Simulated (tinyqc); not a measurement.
# Worked calculation: capacitance measurement on a leaky thin oxide: effects of series resistance and leakage

tinyqc, about 0.01 s, one thread, Intel Xeon 2.30GHz (shared host): `OMP_NUM_THREADS=1 python tinyqc.py 2022015 2022016 out.jsonl` Printed values are rounded.

The device is a capacitance C in parallel with a leakage conductance G, in series with Rs and Ls. An impedance meter reports either a parallel pair (Cp, Gp) from Y = 1/Z = Gp + i w Cp or a series pair (Cs, Rm) from Z = Rm + 1/(i w Cs); w = 2 pi f, dissipation D = Gp/(w |Cp|).

Values chosen for this exercise; values of the order met in thin-oxide MOS capacitors: relative permittivity of the gate insulator (close to silicon dioxide) eox = 3.9; insulator thickness tox = 1.3 nm; gate area A = 10000 um^2; oxide-equivalent thickness added by the accumulation layer zc = 0.47 nm; oxide-equivalent thickness added by gate depletion zp = 0 nm; gate leakage current density, not matched to the thickness Jg = 0.00032 A/cm^2; voltage for an e-fold rise of the leakage Vs = 0.34 V; series resistance Rs = 510 ohm; series inductance Ls = 0 nH; measuring frequency f = 10000 Hz.

Constants: eps0 = 8.8541878128e-14 F/cm where lengths are in cm. Results are converted to the units shown.

## True capacitance and conductance

EOT = 3.9 tox/eox; CET = EOT + zc + zp; C = 3.9 eps0 A/CET; G = Jg A/Vs.

EOT = 1.3 nm
CET = 1.77 nm
C = 195.0923 pF
G = 0.09411765 uS

## What the meter reports

Z = Rs + i w Ls + 1/(G + i w C).

Z = (0.113633-8.157451i) x 1e4 ohm
Cp = 195.0659 pF
Gp = 0.1707311 uS
Cs = 195.1038 pF
D = 0.01393001

Cp is 0.014 % below C and Cs is within 0.01 % of it; G Rs = 4.80e-5, w C Rs = 0.00625 and G/(w C) = 0.00768.
